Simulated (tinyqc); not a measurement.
# Worked calculation: resistance of a tapered via with liner, size effect and interface

Program tinyqc, `OMP_NUM_THREADS=1 python tinyqc.py 2750065 2750066 out.jsonl`; Intel Xeon 2.30GHz, shared host, one thread, about 0.01 s. Printed values are rounded.

A round via whose diameter grows from db at the bottom as D(z) = db + 2 z/tan(ang). The fill, of diameter D - 2 tl, starts above the bottom liner (thickness fb tl) and has rho = rho0 (1 + ks lam/(D - 2 tl)); the sidewall liner conducts in parallel with it. The bottom liner and the interface are crossed over the full area pi db^2/4. Spreading in the lines above and below is left out.

Inputs (values chosen for the exercise); fill metal close to tungsten: diameter at the bottom db = 30 nm; height hv = 110 nm; sidewall angle ang = 87 degrees; bulk resistivity of the fill rho0 = 5.42 uohm cm; mean free path of the fill lam = 15.9 nm; size-effect factor ks = 1.2; liner on the sidewall tl = 3.5 nm; liner at the bottom over that on the sidewall fb = 1; resistivity of the liner rl = 220 uohm cm; interface resistivity at the bottom ri = 4.7e-12 ohm cm^2; ballistic conductance per area, about 3/(4 rho0 lam) Sb = 9.1e14 S/m^2.

## Slices of the via

Slices between z0 = fb tl and hv, evaluated at their midpoints: conductance per length pi/4 [(D - 2 tl)^2/rho + (D^2 - (D - 2 tl)^2)/rl], slice resistance = slice height over that. 10 slices.

z, slice 0 to 9 (nm): [8.825, 19.4750, 30.1250, 40.7750, 51.4250, 62.0750, 72.7250, 83.3750, 94.0250, 104.675]
D, slice 0 to 9 (nm): [30.9250, 32.0413, 33.1576, 34.2739, 35.3901, 36.5064, 37.6227, 38.7390, 39.8553, 40.9716]
rho, slice 0 to 9 (uohm cm): [9.74241, 9.54972, 9.37349, 9.21168, 9.06259, 8.92478, 8.79702, 8.67825, 8.56755, 8.46412]
slice resistance, slice 0 to 9 (ohm): [2.24135, 2.00950, 1.81084, 1.63945, 1.49066, 1.36073, 1.24667, 1.14603, 1.05683, 0.977419]

## Total resistance

R_fill = sum of the slices; R_bottom = rl fb tl/(pi db^2/4); R_interface = ri/(pi db^2/4); ballistic (Sharvin) limit 1/(Sb pi (db - 2 tl)^2/4); ideal cylinder rho0 hv/(pi db^2/4).

parts (ohm): fill 14.9795, bottom liner 10.8933, interface 0.664914
R = 26.5377 ohm
shares (%): fill 56.4461, bottom liner 41.0483, interface 2.5055
ballistic limit = 2.64492 ohm
ideal cylinder = 8.43450 ohm

The fill is the largest part, and R is 3.15 times the ideal cylinder. With 2000 slices R = 26.546 ohm.
